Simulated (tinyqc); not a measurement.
What each parameter does: six-band hole subbands of a thin body in a field.

Basis X, Y, Z times spin, hole energies counted downwards from the unstrained edge (the hydrostatic shift is left out), c = hbar^2/2m0. For a symmetric tensor T let C(T) have C_XX = L Txx + M (Tyy + Tzz), C_XY = N Txy (cyclic), L = c (g1 + 4 g2), M = c (g1 - 2 g2), N = 6 c g3. k = q + kz n, n the unit normal, q = k1 u + k2 v with u along the channel [1-10] and v = n x u. H = C(k k^T) + (Dso/3)(1 - L.sigma) - B + e F z with (L_k)_ij = -i epsilon_kij; B is the block C built from the traceless strain with 2b, -b and sqrt(3) d in place of L, M, N. Strain: exx = eyy = (s11 + s12) sx/2, ezz = s12 sx, exy = -s44 sx/4. Hard walls at z = 0 and t; basis sin(j pi z/t), j = 1 to Nz: kz^2 = (j pi/t)^2, kz = -i D with D_jl = 4 j l/(t (j^2 - l^2)), z_jj = t/2 and z_jl = -8 t j l/(pi (j^2 - l^2))^2 for j + l odd; 1 MV/cm = 0.01 eV/angstrom.

Nz = 14. E1 is the top subband at q = 0, gap the distance to the next pair, and the masses are c q^2/(E(q) - E1) at |q| = 0.02 1/angstrom (mean of the spin pair) along the channel [1-10] and across it in the plane; a dash marks a band that does not rise.

Constants: hbar^2/2m0 = 3.80998211 eV angstrom^2.

Parameters, chosen for this exercise (near those of a p-type Si channel; not measured data): g1 = 4.28 (Luttinger gamma1); g2 = 0.34 (gamma2); g3 = 1.44 (gamma3); Dso = 0.043 eV (spin-orbit splitting); b = -2.08 eV (tetragonal potential); d = -4.86 eV (trigonal potential); S = (7.8, -2.15, 12.36) 1/TPa (compliances s11, s12, s44); face = 001 (surface); t = 70 angstrom (body thickness); F = 0 MV/cm (field across the body); sx = 1 GPa (stress along the channel [1-10], negative in compression).

Six bands.

One parameter was then changed.

Results before and after:

| case | E1 (meV) | gap (meV) | m channel (m0) | m across (m0) |
|---|---|---|---|---|
| base | 16.1 | 21.3 | 2.388 | 0.276 |
| changed | 24.1 | 14.9 | 2.807 | 0.239 |

Which of these changes was made? (a) g3 = 1.34; (b) t = 60 angstrom; (c) F = 0.3 MV/cm; (d) d = -3.89 eV; (e) sx = 0.5 GPa; (f) Dso = 0.065 eV; (g) g2 = 0.39.

Answer: (e) sx = 0.5 GPa. Of the candidates, run in turn, only this one gives the changed row.

All candidates:

| case | E1 (meV) | gap (meV) | m channel (m0) | m across (m0) |
|---|---|---|---|---|
| base | 16.1 | 21.3 | 2.388 | 0.276 |
| t = 60 angstrom | 27.4 | 23.5 | 2.984 | 0.240 |
| F = 0.3 MV/cm | 106.6 | 23.2 | 2.679 | 0.238 |
| sx = 0.5 GPa | 24.1 | 14.9 | 2.807 | 0.239 |
| g3 = 1.34 | 16.1 | 21.3 | 1.345 | 0.254 |
| g2 = 0.39 | 15.9 | 22.1 | 2.409 | 0.256 |
| Dso = 0.065 eV | 16.4 | 24.5 | 2.201 | 0.270 |
| d = -3.89 eV | 19.5 | 17.9 | 2.644 | 0.345 |

tinyqc: `OMP_NUM_THREADS=1 python tinyqc.py 1250861 1250862 out.jsonl`; about 0.4 s, one thread, shared Intel(R) Xeon(R) Processor @ 2.30GHz.
